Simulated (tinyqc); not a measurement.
The internal displacement: deformation potentials from a strained empirical pseudopotential.

Diamond lattice, no spin-orbit coupling. Atomic form factor V(q) = a1 (q^2 - a2)/(a3 exp(a4 q^2) - 1) in rydberg with q in 1/bohr, for the unstrained cell. Under a strain e the reciprocal vectors and k go over into (1 + e)^(-1) G, the atoms sit at +/- tau with tau = (1 + e) a (1,1,1)/8 - zeta a (eyz, ezx, exy)/4, and H(G,G') = c |k + G|^2 delta + (V(q)/det(1 + e)) cos(q.tau), q = G - G', with the term q = 0 left out; c = hbar^2/2m0. The basis is fixed before straining: all G with |k + G|^2 up to 16 (2 pi/a)^2. k is given in units of 2 pi/a of the unstrained cell.

Constants: hbar^2/2m0 = 3.80998211 eV angstrom^2; Ry = 13.60569312 eV; a0 (Bohr radius) = 0.5291772105 angstrom.

Values chosen for the exercise (out of a larger set: near those of Si; not measured data):
- a = 5.441 angstrom (lattice constant)
- A = (0.54, 2.208, 2.063, 0.492) (a1 (Ry bohr^2), a2 (1/bohr^2), a3, a4 (bohr^2))
- h = 0.005 (size of the test strain)

Xu of L (level 5, the lowest empty one) and d from exy = eyz = ezx = h for several zeta: Xu = [E(L [111]) - E(L [1-1-1])]/((8/3) h), d = (single valence level - pair)/(3 sqrt(3) h). zeta = 0 strains the bonds with the lattice; zeta = 1 keeps all four bond lengths equal to first order.

Results:

| zeta | Xu (L) (eV) | d (eV) |
|---|---|---|
| 0.00 | 10.79 | 0.82 |
| 0.25 | 11.25 | -1.52 |
| 0.50 | 11.72 | -3.86 |
| 0.60 | 11.91 | -4.79 |
| 0.75 | 12.21 | -6.20 |
| 1.00 | 12.72 | -8.53 |

What does the comparison show, and why?

From zeta = 0 to 1, d goes from 0.82 to -8.53 eV and Xu (L) from 10.79 to 12.72 eV, both nearly linearly: the displacement is an optical-phonon mode, and d = d(0) - zeta d0/4 gives its deformation potential d0 = 37 eV. Leaving the relaxation out (zeta = 0 for 0.5) moves d by +4.68 eV, which reverses its sign, and Xu (L) by -0.93 eV. Tetragonal strain has no such freedom.

Run: tinyqc, `OMP_NUM_THREADS=1 python tinyqc.py 1880353 1880354 out.jsonl`; Intel(R) Xeon(R) Processor @ 2.30GHz, one thread, shared host; about 0.2 s of CPU time with all checks.
